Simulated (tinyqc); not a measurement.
From results back to parameters: Shockley-Read-Hall recombination through one deep level. Three cases, with inputs chosen for the exercise.

Problem. Deep-level transient spectroscopy: the emission rate is en = gam sigma T^2 exp(-dE/kB T), dE = Ec - Et. Two rates were computed from hidden dE and sigma.

Constants: kB = 8.617333262e-05 eV/K.

Case 1.

Values chosen (out of a larger set: gap and densities of states near those of Ge at this temperature; not measured data): gam = 2.1e+21 1/(cm^2 s K^2) (vth Nc/T^2, which does not depend on T); T1 = 109 K; T2 = 121 K.

en(T1) = 0.522969 1/s
en(T2) = 7.00652 1/s

Case 2.

Values chosen (out of a larger set: gap and densities of states near those of GaAs at this temperature; not measured data): gam = 6.9e+19 1/(cm^2 s K^2) (vth Nc/T^2, which does not depend on T); T1 = 78 K; T2 = 90 K.

en(T1) = 0.0564804 1/s
en(T2) = 1.83320 1/s

Case 3.

Values chosen (out of a larger set: gap and densities of states near those of Si at this temperature; not measured data): gam = 5.7e+21 1/(cm^2 s K^2) (vth Nc/T^2, which does not depend on T); T1 = 321 K; T2 = 379 K.

en(T1) = 33.1142 1/s
en(T2) = 1818.27 1/s

Find: ln(en/T^2) at T1 and T2; dE; sigma.

Solution. ln(en/T^2) against 1/T is a line of slope -dE/kB and intercept ln(gam sigma); plotting ln en alone would overstate dE by about 2 kB T.

Case 1.

ln(en/T^2) at T1 and T2: -10.0309  -7.6447

dE = 0.226 eV
sigma = 5.9e-16 cm^2

Case 2.

ln(en/T^2) at T1 and T2: -11.5873  -8.3936

dE = 0.161 eV
sigma = 3.4e-15 cm^2

Case 3.

ln(en/T^2) at T1 and T2: -8.0429  -4.3694

dE = 0.664 eV
sigma = 1.5e-15 cm^2

Computed by tinyqc, one run a case: `OMP_NUM_THREADS=1 python tinyqc.py N N+1 out.jsonl` with N = 1650005, 1650022, 1650042; one thread of a shared Intel(R) Xeon(R) Processor @ 2.30GHz, about 0.01 s a run at most.
